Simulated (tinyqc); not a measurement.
# Trench capacitor in an array: capacitance, non-linearity, leakage and relaxation: cell against the film thickness

A film between two metal electrodes, each interface adding a series capacitance ci. The small-signal permittivity is ek (1 + aq E^2); the field is found with the linear permittivity. Leakage J = J0 sinh(E/Ef). After a voltage step the film passes a relaxation current kr C V tt^(-nr), tt being the time in seconds. The sidewall is a coaxial capacitor with radii a = dm/2 - t and b = dm/2, depth AR dm; the end face is left out.

Per length 1/c = ln(b/a)/(2 pi eps0 ek) + (1/a + 1/b)/(2 pi ci); cell capacitance c AR dm; per footprint over pt^2; fields c V/(2 pi eps0 ek r) at r = a and b; resistance of the inner electrode rho AR dm/(pi a^2); time constant R C/3 of the distributed line.

Inputs (values chosen for the exercise); permittivity of the order of that of titanium dioxide:
- ek = 85.6 (relative permittivity of the film)
- ci = 130 uF/cm^2 (capacitance of each electrode interface (dead layer and screening))
- V = 1.9 V (bias)
- dm = 51 nm (diameter of the hole)
- AR = 10 (aspect ratio, depth over diameter)
- pt = 98 nm (pitch of the square array)
- rho = 100 uohm cm (resistivity of the inner electrode)

Constants: eps0 = 8.8541878128e-14 F/cm where lengths are in cm. Results are converted to the units shown.

Cell against the film thickness:

| t (nm) | cell capacitance (fF) | per footprint (uF/cm^2) | field at a (MV/cm) | field at b (MV/cm) | R (kohm) | R C/3 (ps) |
|---|---|---|---|---|---|---|
| 2.4 | 16.53 | 172.1 | 5.597 | 5.070 | 0.3042 | 1.676 |
| 3.2 | 13.26 | 138.1 | 4.653 | 4.069 | 0.3264 | 1.443 |
| 4.3 | 10.33 | 107.6 | 3.813 | 3.170 | 0.3612 | 1.244 |
| 5.8 | 7.821 | 81.44 | 3.106 | 2.400 | 0.4183 | 1.091 |
| 7.8 | 5.770 | 60.08 | 2.550 | 1.770 | 0.5182 | 0.9966 |
| 11 | 3.870 | 40.29 | 2.088 | 1.187 | 0.7721 | 0.9960 |
| 14 | 2.792 | 29.07 | 1.899 | 0.8565 | 1.228 | 1.142 |

As t goes from 2.4 to 14, the cell capacitance falls from 16.5 to 2.79 fF, the capacitance per footprint falls from 172 to 29.1 uF/cm^2, the ratio of the two fields rises from 1.10 to 2.22 and R C/3 goes from 1.68 through a minimum of 0.996 (at t = 11 among the rows listed) to 1.14 ps; the time constant goes as t^(-0.52) between the first two rows and t^(0.57) between the last two.

Program tinyqc, `OMP_NUM_THREADS=1 python tinyqc.py 2102142 2102143 out.jsonl`; Intel Xeon 2.30GHz, shared host, one thread, about 0.01 s.
